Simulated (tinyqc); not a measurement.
## Diffused layer (Gaussian), carriers, mobility and sheet resistance: effect of the temperature

A p-type layer from the surface x = 0 to the junction xj, N(x) = N0 exp(-(x/Ld)^2). Local neutrality (no depletion at surface or junction, no spilling of carriers), intrinsic carriers neglected, full ionisation of active dopants.

xj = Ld sqrt(ln(N0/Nb)). Active dopant A = min(N, Ns); p = A - Nb; mobility mu = m1 + (m2 (T/300 K)^(-bt) - m1)/(1 + ((A + Nb)/Nr)^am). Dose = integral of N, carrier sheet density = integral of p, 1/Rs = q integral of p mu, mean mobility 1/(q Rs sheet density), Hall mobility (unit Hall factor) = integral of p mu^2 over integral of p mu, Hall sheet density = (integral of p mu)^2/integral of p mu^2; all from 0 to xj. Integrals on 4000 steps.

Inputs (values chosen for the exercise); values close to those of boron in silicon over an n-type background:

| symbol | value | unit | meaning |
|---|---|---|---|
| Nb | 5.1e15 | cm^-3 | background doping of the opposite type |
| N0 | 1e18 | cm^-3 | peak chemical concentration |
| m1 | 44.5 | cm^2/(V s) | mobility limit at high doping |
| m2 | 479 | cm^2/(V s) | mobility limit at low doping, at 300 K |
| Nr | 2.26e17 | cm^-3 | reference doping of the mobility law |
| am | 0.721 |  | exponent of the mobility law |
| bt | 2.5 |  | temperature exponent of m2 |
| Ns | 1.99e20 | cm^-3 | solubility limit of active dopant |
| Ld | 110 | nm | diffusion length 2 sqrt(D t) |

Constants: q = 1.602176634e-19 C. Results are converted to the units shown.

The same in every row: xj (nm) = 252.7; dose (cm^-2) = 9.737e12; carriers (cm^-2) = 9.608e12.

Results:

| T (K) | Rs (ohm/square) | mean mobility (cm^2/(V s)) | Rs xj (ohm nm) | Hall/true sheet density |
|---|---|---|---|---|
| 150 | 707.0 | 918.7 | 1.787e5 | 0.9182 |
| 200 | 1403 | 462.9 | 3.547e5 | 0.9256 |
| 300 | 3473 | 187.0 | 8.778e5 | 0.9460 |
| 350 | 4749 | 136.8 | 1.200e6 | 0.9571 |
| 400 | 6103 | 106.4 | 1.542e6 | 0.9678 |
| 450 | 7473 | 86.92 | 1.889e6 | 0.9771 |
| 500 | 8812 | 73.72 | 2.227e6 | 0.9848 |
| 550 | 1.008e4 | 64.43 | 2.548e6 | 0.9907 |

Estimate the missing row, T = 250 K.

Computed row:

| T (K) | Rs (ohm/square) | mean mobility (cm^2/(V s)) | Rs xj (ohm nm) | Hall/true sheet density |
|---|---|---|---|---|
| 250 | 2339 | 277.8 | 5.910e5 | 0.9351 |

With this row back in the table: As T goes from 150 to 550, xj stays at 253 nm, Rs rises from 707 to 10100 ohm/square, the mean mobility falls from 919 to 64.4 cm^2/(V s) and the share of the dose that conducts stays at 98.7 %.

Program tinyqc, `OMP_NUM_THREADS=1 python tinyqc.py 2110148 2110149 out.jsonl`; Intel Xeon 2.30GHz, shared host, one thread, about 0.01 s.
